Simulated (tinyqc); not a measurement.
Six-band Luttinger-Kohn model with strain: sweeps and comparisons. A value that a table varies takes the place of the one given here.

Six-band Luttinger-Kohn model in the basis |3/2,3/2>, |3/2,1/2>, |3/2,-1/2>, |3/2,-3/2>, |1/2,1/2>, |1/2,-1/2>, electron energies, zero at the top of the unstrained valence band. H = -[rows: (P+Q, -S, R, 0, -S/r2, r2 R); (-S*, P-Q, 0, R, -r2 Q, r32 S); (R*, 0, P-Q, S, r32 S*, r2 Q); (0, R*, S*, P+Q, -r2 R*, -S*/r2); (-S*/r2, -r2 Q, r32 S, -r2 R, P+Dso, 0); (r2 R*, r32 S*, r2 Q, -S/r2, 0, P+Dso)], r2 = sqrt(2), r32 = sqrt(3/2). Levels are twofold.

P = c g1 k^2 - av tr(e); Q = c g2 (kx^2 + ky^2 - 2 kz^2) - (b/2)(exx + eyy - 2 ezz); R = c sqrt3 [-g2 (kx^2 - ky^2) + 2i g3 kx ky] + (sqrt3/2) b (exx - eyy) - i d exy; S = 2 c sqrt3 g3 (kx - i ky) kz - d (exz - i eyz); c = hbar^2/2m0, e the strain tensor (not engineering shear).

s11 = (C11 + C12)/((C11 - C12)(C11 + 2 C12)), s12 = -C12/((C11 - C12)(C11 + 2 C12)), s44 = 1/C44; exx = s11 sxx + s12 (syy + szz) and cyclic, exy = s44 sxy/2; tension is positive. A uniaxial stress X along the unit vector n is s_ij = X n_i n_j.

Constants: hbar^2/2m0 = 3.80998211 eV angstrom^2; kB = 8.617333262e-05 eV/K.

Parameters, chosen for this exercise (near those of AlAs; shifted at random, so the results belong to these values and not to a real crystal):
- Dso = 0.288 eV (spin-orbit splitting)
- g1 = 3.75 (Luttinger gamma1)
- g2 = 0.82 (gamma2)
- g3 = 1.42 (gamma3)
- av = 2.48 eV (valence hydrostatic potential)
- b = -2.35 eV (tetragonal shear potential)
- d = -3.3 eV (trigonal shear potential)
- C11 = 121.6 GPa
- C12 = 51.9 GPa
- C44 = 54.4 GPa
- load = uniaxial [100] (kind of stress)
- X1 = 0.8 GPa (size of the stress)
- T = 300 K (temperature)
- E_h = 40 meV (hole energy below the top)
- X = -0.83 GPa (stress)

## Sweep of a uniaxial [100] stress

Edges at k = 0 and curvature masses of the top pair along [110] and [001] (step 0.0002 1/angstrom); at zero stress the top is fourfold and has no single curvature.

Edges and masses:

| X (GPa) | top (eV) | second (eV) | third (eV) | splitting (meV) | m [110] | m [001] |
|---|---|---|---|---|---|---|
| -1.50 | 0.0486 | -0.0671 | -0.3190 | 115.6 | 0.229 | 0.398 |
| -1.00 | 0.0296 | -0.0447 | -0.3059 | 74.3 | 0.232 | 0.382 |
| -0.50 | 0.0132 | -0.0224 | -0.2954 | 35.6 | 0.235 | 0.363 |
| 0.00 | 0.0000 | 0.0000 | -0.2880 | 0.0 | - | - |
| 0.50 | 0.0224 | -0.0093 | -0.2846 | 31.6 | 0.299 | 0.219 |
| 1.00 | 0.0447 | -0.0141 | -0.2856 | 58.8 | 0.299 | 0.219 |
| 1.50 | 0.0671 | -0.0142 | -0.2914 | 81.3 | 0.299 | 0.219 |

How do the results move?

The splitting reaches 115.6 meV under compression and 81.3 meV under the same tension; linear shear terms alone would make the two equal, and the difference comes from the coupling to the split-off band. At the ends of the sweep the top pair has a mass along [110] of 0.229 under compression and 0.299 under tension, so compression gives the lighter holes along [110]; along [001] it has 0.398 and 0.219. The top edge itself moves by +49 and +67 meV.

## Which stress helps holes along [110]

Each load has size X1 (biaxial: sxx = syy); masses are curvatures of the top pair at k = 0.

Results:

| load | splitting (meV) | top edge (meV) | m [110] | m [001] |
|---|---|---|---|---|
| uniaxial [110], compression | 37.5 | 11.1 | 0.152 | 0.407 |
| uniaxial [110], tension | 34.9 | 27.4 | 0.637 | 0.193 |
| uniaxial [100], compression | 58.5 | 22.7 | 0.233 | 0.375 |
| uniaxial [100], tension | 48.5 | 35.8 | 0.299 | 0.219 |
| uniaxial [111], compression | 29.3 | 6.5 | 0.184 | 0.267 |
| uniaxial [111], tension | 26.6 | 22.8 | 0.429 | 0.267 |
| biaxial (001), compression | 48.5 | 9.4 | 0.219 | 0.474 |
| biaxial (001), tension | 58.5 | 49.1 | 0.375 | 0.169 |

What does this show, and why?

The lightest mass along [110] (0.152) comes with uniaxial [110], compression. The largest splitting (58.5 meV) comes with uniaxial [100], compression; biaxial (001), tension. The heaviest mass along [001] (0.474), which lowers the confinement energy in a (001) channel, comes with biaxial (001), compression. The splitting per GPa follows b (s11 - s12) for loads along cube axes and d s44 for [111]: here 2 |b| (s11 - s12) = 67.4 and |d| s44/sqrt3 = 35.0 meV per GPa in the limit of large Dso; where the splitting nears Dso, mixing with the split-off band makes it depend on the sign of the load.

## Thermally averaged conductivity mass under uniaxial [100] stress

Non-degenerate holes: weights exp(E/kT) on a 16 x 16 x 16 grid of midpoints in the cube |k_i| < 0.2 1/angstrom; 1/m_c = <(dE/dk_u)^2>/(hbar^2 kT) along [110], over all six bands. With an unchanged scattering time the mobility goes as 1/m_c.

Averages:

| X (GPa) | share of the top pair | m_c (m0) | gain m_c(0)/m_c |
|---|---|---|---|
| -1.50 | 0.994 | 0.427 | 1.329 |
| -0.50 | 0.945 | 0.564 | 1.007 |
| 0.00 | 0.914 | 0.568 | 1.000 |
| 0.50 | 0.941 | 0.590 | 0.962 |
| 1.50 | 0.984 | 0.551 | 1.031 |

How do the results move?

The largest gain from mass alone is 1.33 at X = -1.50 GPa, where the top pair holds 99 % of the holes (91 % without stress); the opposite end of the sweep gives 1.03; the grid is good to about 0.02 in these ratios. The average reaches energies of a few kT, beyond the range of the edge curvature, and changes of scattering are left out.

## Warping of the constant-energy contours (six-band Luttinger-Kohn model)

No strain (e = 0). In the plane kz = 0, |k| where the top and second pairs lie E_h below the top, against the angle from [100]; m = c k^2/E_h.

Contours:

| angle (degrees) | k top (1/angstrom) | k second (1/angstrom) | m top (m0) | m second (m0) |
|---|---|---|---|---|
| 0 | 0.0705 | 0.0448 | 0.474 | 0.191 |
| 9 | 0.0725 | 0.0444 | 0.501 | 0.187 |
| 18 | 0.0783 | 0.0434 | 0.584 | 0.180 |
| 27 | 0.0872 | 0.0425 | 0.724 | 0.172 |
| 36 | 0.0972 | 0.0419 | 0.900 | 0.167 |
| 45 | 0.1024 | 0.0417 | 0.998 | 0.165 |

What does this show?

The heavy contour reaches 1.451 times as far along [110] as along [100], the light one 0.931 times. The warping follows g3 - g2 = 0.60 and would vanish for g2 = g3. Along [100] the heavy mass is 1/(g1 - 2 g2) = 0.474 at any energy, while the light one is 0.1908, against 1/(g1 + 2 g2) = 0.1855 at the edge, for E_h/Dso = 0.14.

## What each parameter does

Edges at k = 0 under a uniaxial [100] stress X and the curvature mass of the top pair along [110] (step 0.0002 1/angstrom). Each row changes one parameter from the base and keeps the others.

Results:

| case | top (eV) | second (eV) | third (eV) | mass (m0) |
|---|---|---|---|---|
| base | 0.0237 | -0.0371 | -0.3020 | 0.233 |
| g2 = 0.984 | 0.0237 | -0.0371 | -0.3020 | 0.227 |
| d = -2.64 eV | 0.0237 | -0.0371 | -0.3020 | 0.233 |
| C11 = 97.28 GPa | 0.0436 | -0.0532 | -0.3090 | 0.230 |
| C12 = 41.52 GPa | 0.0181 | -0.0344 | -0.3018 | 0.234 |
| g1 = 4.5 | 0.0237 | -0.0371 | -0.3020 | 0.198 |
| C44 = 43.52 GPa | 0.0237 | -0.0371 | -0.3020 | 0.233 |
| X = -0.664 GPa | 0.0183 | -0.0297 | -0.2985 | 0.234 |

How do the results move?

The largest shifts from the base row, up to three for each result and ties (the steps differ in size, so this ranks the rows, not the parameters). top (eV): C11 +0.0198, C12 -0.0057, X -0.0055; unchanged at the printed digits by g2, d, g1 and C44. second (eV): C11 -0.0161, X +0.0074, C12 +0.0027; unchanged at the printed digits by g2, d, g1 and C44. third (eV): C11 -0.0070, X +0.0035, C12 +0.0002; unchanged at the printed digits by g2, d, g1 and C44. mass (m0): g1 -0.035, g2 -0.006, C11 -0.003; unchanged at the printed digits by d and C44. The Luttinger parameters multiply k^2 and cannot move the edges; av shifts all edges alike and leaves the mass.

tinyqc: `OMP_NUM_THREADS=1 python tinyqc.py 1051195 1051196 out.jsonl`; about 0.2 s, one thread, shared Intel(R) Xeon(R) Processor @ 2.30GHz.
